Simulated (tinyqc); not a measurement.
# Changing the oxidant pressure p

Model: Deal-Grove kinetics of thermal oxidation of silicon. Computed by tinyqc, a small Python program. Command: `OMP_NUM_THREADS=1 python tinyqc.py 3007676 3007677 out.jsonl oxide sweep`. One thread of a shared host (Intel(R) Xeon(R) Processor @ 2.30GHz), about 0.3 s of CPU time with the checks.

Oxidant diffuses through the oxide and reacts at the interface, so that dx/dt = B/(A + 2x) for the oxide thickness x.

Inputs (values chosen for the exercise, close to those used for silicon):
```
quantity                       value    unit
prefactor B0                     709  um^2/h
activation energy E_B           1.24      eV
prefactor (B/A)0            3.45e+06    um/h
activation energy E_A           1.99      eV
temperature T                    800       C
pressure exponent m of B/A      0.72       -
initial oxide x_i              0.025      um
time t                           2.7       h
```

Ambient: dry oxygen. Surface: (100).

Constants: k_B = 8.617333262e-05 eV/K.

Method:
- B = B0 p exp(-E_B/(k_B T)), B/A = (B/A)0 p^m exp(-E_A/(k_B T)), p in atm; A = B/(B/A).
- Temperatures in kelvin are T(C) + 273.15.
- tau = (x_i^2 + A x_i)/B and x = (A/2) [sqrt(1 + 4 B (t + tau)/A^2) - 1], the root of x^2 + A x = B (t + tau).
- Silicon consumed is 0.44 times the oxide grown; the rate is B/(A + 2x).

One run for each value; columns: (1) oxidant pressure p (atm); (2) oxide thickness x (um); (3) length A (um); (4) final growth rate (um/h); (5) parabolic constant B (um^2/h):
```
(1)        (2)     (3)       (4)         (5)
0.05  0.025415  0.2956  0.000154  5.3244e-05
0.12  0.025805  0.3777  0.000298  1.2779e-04
0.3   0.026598  0.4882  0.000590  3.1946e-04
0.72  0.028058  0.6238  0.001128  7.6671e-04
1.7   0.030755  0.7935  0.002117  1.8103e-03
4.2   0.036147  1.0222  0.004086  4.4725e-03
10    0.045924  1.3032  0.007633  1.0649e-02
25    0.065498  1.6844  0.014665  2.6622e-02
```

Over the rows, oxide thickness x (um) rises from 0.0254 to 0.0655 (exponent d ln y / d ln x 0.017 between the first rows and 0.39 between the last); length A (um) rises from 0.296 to 1.68 (exponent d ln y / d ln x about 0.28 throughout); final growth rate (um/h) rises from 1.54e-4 to 0.0147 (exponent d ln y / d ln x 0.75 between the first rows and 0.71 between the last). B is proportional to p and B/A to p^0.72, so A goes as p^0.28. The exponent of x is bounded by m in the linear regime and tends to 1/2 in the parabolic one.
